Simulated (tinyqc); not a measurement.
From one set of inputs to another, one input at a time: speciation in dilute and buffered hydrofluoric acid, oxide etch rate and bath loading. Computed by tinyqc, a small Python program. Command: `OMP_NUM_THREADS=1 python tinyqc.py 3120918 3120919 out.jsonl hfetch ladder`. One thread of a shared host (Intel(R) Xeon(R) Processor @ 2.30GHz), about 0.01 s of CPU time with the checks.

Concentrations stand for activities, NH4+ and Cl- are spectators, and water ionisation is neglected. H, F and HF2 denote the ions H+, F- and HF2-. The base temperature is 298 K.

The inputs printed are set A. Inputs not listed in the table keep their values of set A, so the rows need not describe a real material.

Inputs (values chosen for the exercise, of the order of those for thermal oxide at room temperature): HF added = 0.13 mol/L; NH4F added = 0.51 mol/L; HCl added = 0 mol/L; K1 = [H][F]/[HF] = 0.000642 mol/L; K2 = [HF2]/([HF][F]) = 3.76 L/mol; K3 = [H2F2]/[HF]^2 = 0 L/mol; rate constant of neutral HF k_a = 13 nm L/(min mol); rate constant of HF2 k_b = 67 nm L/(min mol); activation energy = 0.31 eV; temperature error = 0.93 K; oxide removed per wafer = 11 nm.

Constants: k_B = 8.617333262e-05 eV/K.

Method:
- Fluoride balance: [HF] + [F] + 2 [HF2] + 2 [H2F2] = HF added + NH4F added. Acid balance: [H] + [HF] + [HF2] + 2 [H2F2] = HF added + HCl added. For a trial [H], [HF] = [H][F]/K1, and the fluoride balance is a quadratic in [F].
- The root is refined to 1e-13 in pH = -log10 [H].
- Rate = k_a ([HF] + 2 [H2F2]) + k_b [HF2], an empirical two-term form.
- Time = oxide/rate; a temperature error changes the rate by exp((E_a/k_B)(1/298 - 1/(298 + error))) - 1.

Each row keeps all changes above it:
```
input moved                                           from       to  etch rate (nm/min)  [HF2] (mol/L)  share of HF2 in the rate (%)
set A                                                    -        -               6.023       0.080262                        89.281
NH4F added (mol/L)                                    0.51        0               1.726       0.003158                        12.261
rate constant of HF2 k_b (nm L/(min mol))               67       53               1.682       0.003158                         9.954
rate constant of neutral HF k_a (nm L/(min mol))        13       15               1.914       0.003158                         8.743
K2 = [HF2]/([HF][F]) (L/mol)                          3.76     4.16               1.922       0.003423                         9.436
K1 = [H][F]/[HF] (mol/L)                          0.000642  0.00066               1.922       0.003463                         9.551
HF added (mol/L)                                      0.13      1.4              22.226       0.060852                        14.511
```

Where does the difference come from?

Etch rate goes from 6.02 to 22.2, a factor 3.69 in all. The largest single move comes from HF added (a factor 11.6), and NH4F added works against it (a factor 0.287). [HF2] goes from 0.0803 to 0.0609, a factor 0.758 in all. The largest single move comes from NH4F added (a factor 0.0393), and HF added works against it (a factor 17.6). Share of HF2 in the rate goes from 89.3 to 14.5, a factor 0.163 in all. The largest single move comes from NH4F added (a factor 0.137), and HF added works against it (a factor 1.52). The single moves hold for this order of the switches; the total does not depend on the order.

Caution (rows set A): at ionic strengths above about 0.5 mol/L activities differ much from concentrations, so pH and rates are only indicative.

Extremes, crossings and ranges named in words are read from the listed rows.
